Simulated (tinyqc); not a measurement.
# Tunnelling through a two-layer gate stack, WKB transmission and Tsu-Esaki current: effect of the thickness t1 at fixed voltage

Electrons leave the emitter at x = 0. Energies E (motion across the layers) are in eV from the emitter Fermi level; the collector Fermi level lies at -V and offers states at every E. No charge in the dielectric and no image force: F1 = V/(t1 + t2 eps1/eps2), F2 = F1 eps1/eps2; U = phi1 - F1 x in layer 1 and phi2 - F1 t1 - F2 (x - t1) in layer 2. With C = hbar^2/(2 m0), kappa = sqrt(m (U - E)/C) where U > E and 0 elsewhere; T(E) = exp(-S), S = 2 times the integral of kappa over x.

Each layer adds (2/F) sqrt(m/C) [G(u at its left edge) - G(u at its right edge)] to S, with u = U - E (0 where negative) and G(u) = (2/3) u^1.5. J = J0 times the integral of T(E) N(E) dE, N = ln[(1 + exp(-E/Vt))/(1 + exp((-E - V)/Vt))], J0 = q^2 me m0 kB T/(2 pi^2 hbar^3) (times 1e-4 for A/cm^2 per eV), from E = -Ef to far above the barrier (T = 1 there), by quadrature converged to the digits shown.

Parameters, values chosen for the exercise; layer 1 close to aluminium oxide, layer 2 close to hafnium oxide: temperature T = 400 K; Fermi energy of the emitter above its band bottom Ef = 0.3 eV; emitter mass in the supply function me = 1 m0; barrier of layer 1 above the emitter Fermi level at zero bias phi1 = 2.66 eV; tunnelling mass of layer 1 m1 = 0.38 m0; relative permittivity of layer 1 eps1 = 9.02; barrier of layer 2 at zero bias phi2 = 1.46 eV; tunnelling mass of layer 2 m2 = 0.2 m0; thickness of layer 2 t2 = 2 nm; relative permittivity of layer 2 eps2 = 23; voltage across the dielectric V = 0.6 V.

Constants: q = 1.602176634e-19 C, kB = 1.380649e-23 J/K, hbar = 1.054571817e-34 J s, m0 = 9.1093837015e-31 kg, Vt = kB T/q, hbar^2/(2 m0) = 0.0380998212 eV nm^2. Results are converted to the units shown.

Effect of the thickness t1 at fixed voltage:

| t1 (nm) | S at E = 0 | T(E = 0) | J (A/cm^2) | mean E of the current (eV) |
|---|---|---|---|---|
| 0.5 | 14.38 | 5.662e-7 | 173.4 | -0.1518 |
| 0.67 | 15.97 | 1.155e-7 | 33.45 | -0.1484 |
| 0.84 | 17.57 | 2.330e-8 | 6.393 | -0.1451 |
| 1.01 | 19.18 | 4.660e-9 | 1.213 | -0.1417 |
| 1.19 | 20.90 | 8.420e-10 | 0.2078 | -0.1381 |
| 1.36 | 22.52 | 1.664e-10 | 0.03913 | -0.1347 |
| 1.53 | 24.14 | 3.278e-11 | 0.007348 | -0.1312 |
| 1.7 | 25.77 | 6.435e-12 | 0.001378 | -0.1277 |

J falls from 173 to 0.00138 A/cm^2: 4.20 decades a nanometre between the first two rows and 4.28 between the last two. The exponent S alone gives dS/dt/ln 10 = 4.06 and 4.16. In 2 of the 8 rows a layer is thinner than 0.8 nm, a few atomic planes, where an effective mass is a rough description.

Computed by the program tinyqc: `OMP_NUM_THREADS=1 python tinyqc.py 2540058 2540059 out.jsonl`, one thread of a shared Intel Xeon 2.30GHz, about 0.04 s for the whole run.
